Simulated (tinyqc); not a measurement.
Tunnelling through a two-layer gate stack, WKB transmission and Tsu-Esaki current: one step of the calculation.

Electrons leave the emitter at x = 0. Energies E (motion across the layers) are in eV from the emitter Fermi level; the collector Fermi level lies at -V and offers states at every E. No charge in the dielectric and no image force: F1 = V/(t1 + t2 eps1/eps2), F2 = F1 eps1/eps2; U = phi1 - F1 x in layer 1 and phi2 - F1 t1 - F2 (x - t1) in layer 2. With C = hbar^2/(2 m0), kappa = sqrt(m (U - E)/C) where U > E and 0 elsewhere; T(E) = exp(-S), S = 2 times the integral of kappa over x.

Task. WKB exponent by the midpoint rule. Cut each layer into nc equal cells, take U and kappa at the cell centres, and sum S = 2 sum kappa h.

Values chosen for this exercise; layer 1 close to silicon dioxide, layer 2 close to zirconium oxide: barrier of layer 1 above the emitter Fermi level at zero bias phi1 = 3.15 eV; tunnelling mass of layer 1 m1 = 0.48 m0; thickness of layer 1 t1 = 1.2 nm; relative permittivity of layer 1 eps1 = 3.85; barrier of layer 2 at zero bias phi2 = 1.43 eV; tunnelling mass of layer 2 m2 = 0.24 m0; thickness of layer 2 t2 = 3.5 nm; relative permittivity of layer 2 eps2 = 25.7; voltage across the dielectric V = 0.4 V; energy of the electron followed E = 0.16 eV; cells in each layer nc = 4.

Constants: q = 1.602176634e-19 C, hbar = 1.054571817e-34 J s, m0 = 9.1093837015e-31 kg, hbar^2/(2 m0) = 0.0380998212 eV nm^2. Results are converted to the units shown.

Give: x; U; kappa; S; T(E).

Result.

```
cell,x (nm),U (eV),kappa (1/nm)
0,0.1500,3.1152,6.1017
1,0.4500,3.0456,6.0295
2,0.7500,2.9760,5.9563
3,1.0500,2.9064,5.8822
4,1.6375,1.1364,2.4801
5,2.5125,1.1060,2.4411
6,3.3875,1.0756,2.4016
7,4.2625,1.0452,2.3614
```

S = 31.329
T(E) = 2.4769e-14

Numbers from tinyqc (`OMP_NUM_THREADS=1 python tinyqc.py 2540088 2540089 out.jsonl`; about 0.04 s on one thread of a shared Intel Xeon 2.30GHz).
